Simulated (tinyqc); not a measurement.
Model-solid line-up of a strained alloy layer on a substrate: one step. Strained band edges. Five cases, with inputs chosen for the exercise.

Problem. Give the hydrostatic shifts, the strain block and the edges.

Strained edges: Ec + ac tr(e); the valence edges are Ev plus the levels of the 6 x 6 matrix of X, Y, Z times spin with -Dso/3 + l exx + m (eyy + ezz) on the diagonal (cyclic), n exy off it, l = av + 2 b, m = av - b, n = sqrt(3) d. Spin-orbit term (Dso/3) L.sigma on X, Y, Z with (L_k)_ij = -i epsilon_kij: <X+|H|Y+> = -i Dso/3, <X+|H|Z-> = Dso/3, <Y+|H|Z-> = -i Dso/3, <Z+|H|X-> = -Dso/3, <Z+|H|Y-> = i Dso/3, <X-|H|Y-> = i Dso/3, and their conjugates; + and - are the spin along z.

Give: ac tr(e), av tr(e); strain block; Ec and the three valence edges from the top; strained gap.

Case 1.

Alloy at x (a in angstrom, C11, C12, C44 in GPa, all else in eV):
```
symbol      value
a        5.929160
Eg       1.103314
Dso      0.358840
Ev      -0.798175
ac      -5.299600
av       1.467200
b       -1.949200
d       -3.505600
C11     96.996000
C12     48.076000
C44     44.076000
```

strain tensor in the cubic axes:
```
            x           y            z
x  0.02088660  0.00000000   0.00000000
y  0.00000000  0.02088660   0.00000000
z  0.00000000  0.00000000  -0.02070486
```

Solution.

ac tr(e), av tr(e) (eV): -0.1117  0.0309

strain block (eV):
```
         X        Y       Z
X  -0.0502        0       0
Y        0  -0.0502       0
Z        0        0  0.1931
```

Ec and the three valence edges from the top (eV): 0.1935  -0.6581  -0.8483  -1.1542

strained gap = 0.8516 eV

Strain moves the gap by -252 meV: -143 meV from the volume and -109 meV from the splitting of the valence edge, which always raises the top.

Case 2.

Alloy at x (a in angstrom, C11, C12, C44 in GPa, all else in eV):
```
symbol       value
a         5.661580
Eg        2.182851
Dso       0.310680
Ev       -1.043008
ac       -6.483800
av        1.780400
b        -2.136900
d        -4.167900
C11     123.733000
C12      55.020000
C44      56.945000
```

strain tensor in the cubic axes:
```
             x            y           z
x  -0.00116222   0.00000000  0.00000000
y   0.00000000  -0.00116222  0.00000000
z   0.00000000   0.00000000  0.00103360
```

Solution.

ac tr(e), av tr(e) (eV): 0.0084  -0.0023

strain block (eV):
```
        X       Y        Z
X  0.0024       0        0
Y       0  0.0024        0
Z       0       0  -0.0117
```

Ec and the three valence edges from the top (eV): 1.1482  -1.0406  -1.0499  -1.3561

strained gap = 2.1888 eV

Strain moves the gap by +6 meV: +11 meV from the volume and -5 meV from the splitting of the valence edge, which always raises the top.

Case 3.

Alloy at x (a in angstrom, C11, C12, C44 in GPa, all else in eV):
```
symbol       value
a         5.796750
Eg        1.026123
Dso       0.360150
Ev       -0.696295
ac       -6.420000
av        1.104000
b        -1.920000
d        -4.344000
C11     110.045000
C12      52.890000
C44      52.410000
```

strain tensor in the cubic axes:
```
             x            y           z
x  -0.02514340   0.00000000  0.00000000
y   0.00000000  -0.02514340  0.00000000
z   0.00000000   0.00000000  0.02416892
```

Solution.

ac tr(e), av tr(e) (eV): 0.1677  -0.0288

strain block (eV):
```
        X       Y        Z
X  0.0658       0        0
Y       0  0.0658        0
Z       0       0  -0.2182
```

Ec and the three valence edges from the top (eV): 0.4975  -0.6304  -0.7640  -1.1411

strained gap = 1.1280 eV

Strain moves the gap by +102 meV: +197 meV from the volume and -95 meV from the splitting of the valence edge, which always raises the top.

Case 4.

Alloy at x (a in angstrom, C11, C12, C44 in GPa, all else in eV):
```
symbol      value
a        6.275890
Eg       0.185925
Dso      0.607770
Ev      -0.196741
ac      -6.062200
av       0.665500
b       -1.891900
d       -4.207700
C11     75.198000
C12     40.942000
C44     35.118000
```

strain tensor in the cubic axes:
```
             x            y           z
x  -0.02834498   0.00000000  0.00000000
y   0.00000000  -0.02834498  0.00000000
z   0.00000000   0.00000000  0.03086519
```

Solution.

ac tr(e), av tr(e) (eV): 0.1566  -0.0172

strain block (eV):
```
        X       Y        Z
X  0.0948       0        0
Y       0  0.0948        0
Z       0       0  -0.2412
```

Ec and the three valence edges from the top (eV): 0.1457  -0.1019  -0.2796  -0.8680

strained gap = 0.2476 eV

Strain moves the gap by +62 meV: +174 meV from the volume and -112 meV from the splitting of the valence edge, which always raises the top.

Case 5.

Alloy at x (a in angstrom, C11, C12, C44 in GPa, all else in eV):
```
symbol      value
a        6.177540
Eg       0.202089
Dso      0.512700
Ev      -0.323404
ac      -5.610400
av       0.807300
b       -1.870900
d       -3.913200
C11     79.676000
C12     42.567000
C44     37.461000
```

strain tensor in the cubic axes:
```
             x            y           z
x  -0.01174254   0.00000000  0.00000000
y   0.00000000  -0.01174254  0.00000000
z   0.00000000   0.00000000  0.01254693
```

Solution.

ac tr(e), av tr(e) (eV): 0.0614  -0.0088

strain block (eV):
```
        X       Y        Z
X  0.0366       0        0
Y       0  0.0366        0
Z       0       0  -0.0997
```

Ec and the three valence edges from the top (eV): -0.0599  -0.2868  -0.3690  -0.8536

strained gap = 0.2268 eV

Strain moves the gap by +25 meV: +70 meV from the volume and -45 meV from the splitting of the valence edge, which always raises the top.

Computed by tinyqc, one run a case: `OMP_NUM_THREADS=1 python tinyqc.py N N+1 out.jsonl` with N = 1050940, 1051239, 1051273, 1051337, 1051413; one thread of a shared Intel(R) Xeon(R) Processor @ 2.30GHz, about 0.02 s a run at most.
